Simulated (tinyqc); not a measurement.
Worked calculation: chemical vapour deposition: Grove model, boundary layer, depletion and step coverage. Computed by tinyqc, a small Python program that keeps every step. Command: `OMP_NUM_THREADS=1 python tinyqc.py 3016142 3016143 out.jsonl cvd walk`. One thread of a shared host (Intel(R) Xeon(R) Processor @ 2.30GHz), about 0.01 s of CPU time with the checks. Intermediate numbers are printed to about 6 digits and carried at full precision; extremes and crossings named in words are read from the listed rows.

A precursor diffuses to the surface and reacts there at first order; each molecule that reacts adds one formula unit of film.

Inputs (values chosen for the exercise, close to those used for polysilicon from silane): prefactor k0 of k_s = 4e+08 cm/s; activation energy E = 1.56 eV; temperature T = 680 C; total pressure p = 1.1 torr; mole fraction of the precursor Y = 0.44; gas diffusivity D0 at 273.15 K and 760 torr = 0.59 cm^2/s; film density N = 5e+22 formula units/cm^3; precursor mass M = 32 u; trench width w = 0.66 um; aspect ratio of the trench = 26; wafer radius R = 10 cm; wafer spacing s = 0.92 cm.

Reactor: wafer stack, low pressure.

Constants: k_B = 1.380649e-23 J/K; u = 1.6605390666e-27 kg; k_B = 8.617333262e-05 eV/K.

## Gas-phase and surface constants

k_s = k0 exp(-E/(k_B T)); C_g = Y p/(k_B T), 1 torr = 133.322 Pa; D = D0 (T/273.15)^1.75 (760/p). Temperatures in kelvin are T(C) + 273.15. Mean speed c = sqrt(8 k_B T/(pi M)); reactive sticking probability beta = 4 k_s/c.

surface rate constant k_s = 2.25717 cm/s

precursor density C_g = 4.90346e+15 1/cm^3

gas diffusivity D = 3631.64 cm^2/s

mean speed c = 79413.2 cm/s

sticking probability beta = 1.13692e-04

## Uniformity across a wafer

Between two wafers the gas diffuses inward and reacts on both faces: (D/r) d/dr (r dC/dr) = 2 k_s C/s, so C(r)/C_g = I0(phi r/R)/I0(phi) with phi^2 = 2 k_s R^2/(s D); G(r) = k_s C(r)/N, 1 cm/s = 6e8 nm/min; the mean over the wafer is eta = 2 I1(phi)/(phi I0(phi)).

Thiele modulus phi = 0.367580

growth rate G at the edge = 132.815 nm/min

rate at the centre over rate at the edge = 0.967057

effectiveness eta = 0.983482

The centre lags the edge by 3.3 %; for small phi the lag is phi^2/4 = 3.4 %. Caution: a growth rate above 100 nm/min is far higher than usual in a low-pressure wafer stack.

## Pressure and uniformity

The formulas are those given above.

Effect of the total pressure at fixed Y:
```
p (torr)   D (cm^2/s)      phi  centre/edge  G at the edge (nm/min)
0.05      7.98961e+04  0.07837     0.998466             6.03706e+00
0.1       3.99481e+04  0.11083     0.996936             1.20741e+01
0.3       1.33160e+04  0.19196     0.990851             3.62223e+01
1         3.99481e+03  0.35047     0.969984             1.20741e+02
3         1.33160e+03  0.60704     0.913853             3.62223e+02
10        3.99481e+02  1.10829     0.751048             1.20741e+03
30        1.33160e+02  1.91962     0.463731             3.62223e+03
100       3.99481e+01  3.50474     0.134996             1.20741e+04
```

D scales as 1/p and phi as sqrt(p), while the edge rate grows as p. The centre stays within 5 % of the edge up to 1 torr: low pressure trades rate for uniformity and lets wafers stand close together. Caution: first-order rates above 1000 nm/min in the high-pressure rows are an extrapolation not met in practice. Caution: at the lowest pressures the mean free path exceeds the wafer spacing, so D stops growing as 1/p.

## Step coverage in a trench

In a long trench of width w and depth l = aspect ratio x w: Knudsen diffusivity D_K = (2w) c/3 (hydraulic diameter 2w), combined as 1/D_e = 1/D_K + 1/D; D_e d2C/dz2 = 2 k_s C/w with D_e dC/dz = -k_s C at the floor. With m = sqrt(2 k_s/(w D_e)): C(floor)/C(top) = 1/[cosh(m l) + (k_s/(D_e m)) sinh(m l)].

Knudsen diffusivity D_K = 3.49418 cm^2/s

effective diffusivity D_e = 3.49082 cm^2/s

modulus m l = 0.240203

step coverage = 0.970772

Wall collisions limit transport in the trench; then m l = aspect ratio x sqrt(3 beta)/2, 0.2401, whatever the width. Coverage is nearly conformal. Caution: the hydraulic-diameter form of D_K is rough for a slit.

Checks made by the program: effectiveness against direct integration (relative difference below 1e-10); step coverage against a numerical boundary-value solution (relative difference 1e-10).
